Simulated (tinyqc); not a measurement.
From single traps to 1/f noise.

13 half-filled traps with time constants tau_j = 6.8e-8 s times 10^(0.5 j), j = 0..12, each shift the threshold by a = 2.62 uV when filled and give the Lorentzian a^2 tau/(1 + (2 pi f tau)^2). For time constants spread evenly in ln tau the sum tends to a^2/(4 f ln(10^0.5)). slope = d ln S/d ln f.

From single traps to 1/f noise:

| f (Hz) | S (uV^2/Hz) | 1/f limit (uV^2/Hz) | slope | j of the largest term |
|---|---|---|---|---|
| 0.01 | 0.6826 | 149.1 | -2.578e-5 | 12 |
| 0.1 | 0.6818 | 14.91 | -0.002572 | 12 |
| 1 | 0.6079 | 1.491 | -0.2093 | 12 |
| 30 | 0.04838 | 0.04969 | -0.9770 | 10 |
| 1000 | 0.001489 | 0.001491 | -1.003 | 7 |
| 30000 | 4.948e-5 | 4.969e-5 | -1.008 | 4 |
| 1e6 | 1.277e-6 | 1.491e-6 | -1.167 | 1 |
| 1e7 | 3.602e-8 | 1.491e-7 | -1.928 | 0 |
| 1e8 | 3.738e-10 | 1.491e-8 | -1.999 | 0 |

What does the comparison show?

Below the slowest trap (1/(2 pi tau) = 2.3 Hz) the spectrum is flat, slope 0.00 in the first row; above the fastest (2.3e6 Hz) the slope tends to -2 (-2.00 in the last row). In between, at 30, 1000 and 30000 Hz, the slopes are -0.98, -1.00 and -1.01, and S is 0.099 % below the 1/f limit at 1000 Hz.

Program tinyqc, `OMP_NUM_THREADS=1 python tinyqc.py 2150060 2150061 out.jsonl`; Intel Xeon 2.30GHz, shared host, one thread, about 0.01 s.
